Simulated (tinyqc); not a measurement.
Landau-Devonshire theory of a uniaxial ferroelectric: one step, computed by the program tinyqc.

G(P) = (alpha/2) P^2 + (beta*/4) P^4 + (gamma/6) P^6 - E P per volume, SI units, one domain, P along the polar axis, which is normal to the film.

Problem. Spontaneous polarisation, susceptibility, coercive field. Ps^2 = [-beta* + sqrt(beta*^2 - 4 alpha gamma)]/(2 gamma). chi = 1/(eps_0 G''), G'' = alpha + 3 beta* P^2 + 5 gamma P^4 at Ps. Ps, chi and the coercive field are for perfect screening, without a depolarising field. The intrinsic coercive field is |alpha P + beta* P^3 + gamma P^5| at the P_c where G'' = 0. 1 C/m^2 = 100 microcoulomb/cm^2.

Inputs (values chosen for the exercise, modelled on barium titanate): Curie-Weiss temperature T0 = 381 K; gamma = 1.66e+10 J m^9/C^6; temperature T = 316 K.

Sample: epitaxial film.

alpha = -2.569900e+08 J m/C^2

beta* = 5.427143e+08 J m^5/C^4

Constants: eps_0 = 8.8541878128e-12 F/m.

Give: spontaneous polarisation Ps; susceptibility chi; well depth G(Ps); P_c; intrinsic coercive field.

Solution.

spontaneous polarisation Ps = 33.037 microcoulomb/cm^2

susceptibility chi = 124.18

well depth G(Ps) = -8.8111 MJ/m^3

P_c = 21.609 microcoulomb/cm^2

intrinsic coercive field = 42.235 MV/m

P_c/Ps = 0.654, above the 0.577 of a quartic well, as the sixth-order term matters. Real switching runs by domain nucleation at far lower fields. Caution: far below T0* the expansion with linear alpha(T) is only a fit.
